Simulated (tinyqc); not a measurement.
Binding against mu: shallow acceptor in the spherical model (Baldereschi-Lipari), strong spin-orbit limit. Computed by tinyqc, a small Python program. Command: `OMP_NUM_THREADS=1 python tinyqc.py 3001691 3001692 out.jsonl acceptor walk`. One thread of a shared host (Intel(R) Xeon(R) Processor @ 2.30GHz), about 0.01 s of CPU time with the checks.

The 1S(3/2) state has an s envelope f(r) and a d envelope g(r). In effective units they obey -(f'' + 2f'/r + 2f/r) + mu (g'' + 5g'/r + 3g/r^2) = E f and -(g'' + 2g'/r - 6g/r^2 + 2g/r) + mu (f'' - f'/r) = E g. The cubic term, the split-off band and the central cell are left out.

Inputs (values chosen for the exercise, modelled on germanium):
```
quantity                 value  unit
Luttinger gamma_1         13.1     -
Luttinger gamma_2          4.3     -
Luttinger gamma_3         5.64     -
dielectric constant eps   15.6     -
```

Constants: Ry = 13.605693123 eV; a_0 = 0.529177210903 angstrom.

Method:
- Ry* = Ry/(gamma_1 eps^2), a* = a_0 eps gamma_1, mu = (6 gamma_3 + 4 gamma_2)/(5 gamma_1), delta = (gamma_3 - gamma_2)/gamma_1; spherical masses 1/(gamma_1 (1 - mu)) (heavy) and 1/(gamma_1 (1 + mu)) (light).
- Basis: f_i = exp(-zeta_i r), g_i = r exp(-zeta_i r), weight r^2 dr, s = zeta_i + zeta_j. S_ff = 2/s^3, H_ff = zeta_i zeta_j S_ff - 2/s^2; S_gg = 24/s^5, H_gg = 8/s^3 + 24 zeta_i zeta_j/s^5 - 12/s^4; H(f_i, g_j) = mu (6 zeta_i^2/s^4 + 2 zeta_i/s^3); S_fg = 0. Each function is normalised by sqrt(S_ii).
- Large basis: zeta_i = 0.08 x 1.55^(i-1), i = 1..20 in each channel; overlap eigenvalues below 1e-11 are dropped.

mu = 0.779237

1S(3/2):
```
mu    binding (Ry*)  d weight  binding x (1 - mu)
0.10         1.0091   0.00424             0.90817
0.23         1.0502   0.02256             0.80862
0.47         1.2540   0.09659             0.66464
0.50         1.2985   0.10979             0.64927
0.78         2.3821   0.28215             0.52406
0.80         2.5802   0.29828             0.51604
0.90         4.7683   0.38818             0.47683
0.95         9.1447   0.44002             0.45723
```

What follows from these numbers?

The binding grows from 1.009 to 9.14 Ry*, slowly at first (second order in mu), while the d weight rises to 0.44. The last column, the binding in units of the heavy-hole Rydberg, falls to 0.457, towards about 0.44 as mu tends to 1.
